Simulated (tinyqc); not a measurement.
All approximations against the coupling: Froehlich polaron in a polar crystal. Computed by tinyqc, a small Python program. Command: `OMP_NUM_THREADS=1 python tinyqc.py 3026968 3026969 out.jsonl frohlich walk`. One thread of a shared host (Intel(R) Xeon(R) Processor @ 2.30GHz), about 0.04 s of CPU time with the checks.

One electron in a parabolic band of mass m*, coupled to dispersionless LO phonons in the continuum model. Energies are in units of hbar omega unless marked, wave numbers in k_0 = sqrt(2 m* omega/hbar).

Inputs (values chosen for the exercise, for a model crystal):

| quantity | value | unit |
|---|---|---|
| band mass m* | 1.29 | m_0 |
| LO phonon energy hbar omega | 19.5 | meV |
| eps_inf | 7.91 | - |
| static dielectric constant eps_s | 48.9 | - |
| electron wave number k/k_0 | 0.6 | - |

Constants: hbar^2/(2 m_0) = 3.80998212 eV angstrom^2; e^2/(4 pi eps_0) = 14.39964548 eV angstrom.

Method:
- 1/eps* = 1/eps_inf - 1/eps_s; k_0 = sqrt(2 m* omega/hbar) = sqrt(m* hbar omega / (hbar^2/(2 m_0))) with m* in m_0; alpha = (e^2/(4 pi eps_0)) k_0/(2 eps* hbar omega); polaron length 1/k_0.
- Feynman's bound: E(v, w) = 3 (v - w)^2/(4 v) - (alpha v/sqrt(pi)) int_0^infinity e^-u D(u)^(-1/2) du, D = w^2 u + ((v^2 - w^2)/v)(1 - e^(-v u)); integrals by 80 Gauss-Legendre points in s from 0 to 1 with u = 40 s^2.
- Minimise over v > w > 0 (simplex search); mass m_p/m* = 1 + (alpha v^3/(3 sqrt(pi))) int u^2 e^-u D^(-3/2) du.
- Other columns: second order -alpha; Landau-Pekar Gaussian -alpha^2/(3 pi); Lee-Low-Pines mass 1 + alpha/6. The polaron energy in meV uses the given hbar omega.

coupling constant alpha = 3.17929

Energies (hbar omega) and masses (m*):

| alpha | second order | Gaussian | Feynman | Feynman (meV) | mass, LLP | mass, Feynman | v | w |
|---|---|---|---|---|---|---|---|---|
| 0.79 | -0.79 | -0.066219 | -0.79804 | -15.562 | 1.1317 | 1.149 | 3.08 | 2.9 |
| 1.6 | -1.6 | -0.27162 | -1.6346 | -31.874 | 1.2667 | 1.349 | 3.19 | 2.79 |
| 3.2 | -3.2 | -1.0865 | -3.3540 | -65.402 | 1.5333 | 1.999 | 3.46 | 2.52 |
| 3.6 | -3.6 | -1.3751 | -3.8010 | -74.119 | 1.6 | 2.256 | 3.56 | 2.45 |
| 5.1 | -5.1 | -2.7597 | -5.5627 | -108.47 | 1.85 | 4.079 | 4.08 | 2.11 |
| 6.6 | -6.6 | -4.6219 | -7.5328 | -146.89 | 2.1 | 10.51 | 5.28 | 1.71 |
| 9.6 | -9.6 | -9.7785 | -12.663 | -246.92 | 2.6 | 89.78 | 11.4 | 1.23 |
| 13 | -13 | -17.931 | -20.791 | -405.42 | 3.1667 | 412.8 | 22.2 | 1.11 |

What follows from these numbers?

All three energies are upper bounds (-alpha through the Lee-Low-Pines state), and the Feynman value is the lowest in every row. It lies within 5 % of -alpha up to alpha = 3.2; at alpha = 13 it is 1.16 times the Gaussian value, whose alpha^2 law it approaches with a constant shift of about -3 ln 2 - 3/4 = -2.83 (here -2.86). The mass stays within 10 % of 1 + alpha/6 up to alpha = 1.6 and reaches 413 m* in the last row; w falls from 2.90 towards 1 while v grows to 22.2.

Extremes, crossings and ranges named in words are read from the listed rows.
